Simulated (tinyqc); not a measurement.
Tunnelling through a thin dielectric with one trap, as a tight-binding chain: one step. Scales. Four cases, with inputs chosen for the exercise.

Task: Form t, ka, q a, and the level of the trap in an endless barrier, Eb = phi + 2t - sqrt(4 t^2 + U^2).

Hopping -t everywhere, t = c/(m a^2), c = hbar^2/2m0; lead sites at 2t (band bottom 0), barrier sites 1 to N at 2t + phi, and site j has U besides. No voltage. Leads give S = -t exp(ika) on sites 1 and N, cos(ka) = 1 - E/(2t). T = (2 t sin(ka))^2 |G_1N|^2, G = (E - H - S)^-1. In the barrier cosh(q a) = 1 + (phi - E)/(2t).

Constants: hbar^2/2m0 = 3.80998211 eV angstrom^2.

Case 1.

Values chosen (barrier and mass of the size used for Al2O3 on silicon; not measured data): a = 3 angstrom (site spacing); m = 0.33 m0 (mass, the same in leads and barrier); phi = 2.27 eV (conduction edge of the barrier above that of the leads); U = -2.88 eV (extra energy on the trap site); E = 0.53 eV (electron energy).

Case 2.

Values chosen (barrier and mass of the size used for SiO2 on silicon; not measured data): a = 2.5 angstrom (site spacing); m = 0.46 m0 (mass, the same in leads and barrier); phi = 3.07 eV (conduction edge of the barrier above that of the leads); U = -3.48 eV (extra energy on the trap site); E = 0.9 eV (electron energy).

Case 3.

Values chosen (barrier and mass of the size used for Si3N4 on silicon; not measured data): a = 2 angstrom (site spacing); m = 0.48 m0 (mass, the same in leads and barrier); phi = 2.18 eV (conduction edge of the barrier above that of the leads); U = -2.91 eV (extra energy on the trap site); E = 1.35 eV (electron energy).

Case 4.

Values chosen (barrier and mass of the size used for Al2O3 on silicon; not measured data): a = 3 angstrom (site spacing); m = 0.33 m0 (mass, the same in leads and barrier); phi = 1.98 eV (conduction edge of the barrier above that of the leads); U = -2.98 eV (extra energy on the trap site); E = 0.35 eV (electron energy).

Give: t; ka; q a; Eb.

Result:

Case 1.

t = 1.2828 eV
ka = 0.65438 rad
q a = 1.10721
Eb = 0.9786 eV

Case 2.

t = 1.3252 eV
ka = 0.84940 rad
q a = 1.20534
Eb = 1.3460 eV

Case 3.

t = 1.9844 eV
ka = 0.85019 rad
q a = 0.63597
Eb = 1.2275 eV

Case 4.

t = 1.2828 eV
ka = 0.52847 rad
q a = 1.07475
Eb = 0.6134 eV

Computed by tinyqc, one run a case: `OMP_NUM_THREADS=1 python tinyqc.py N N+1 out.jsonl` with N = 1452389, 1452592, 1452623, 1452872; one thread of a shared Intel(R) Xeon(R) Processor @ 2.30GHz, about 0.1 s a run at most.
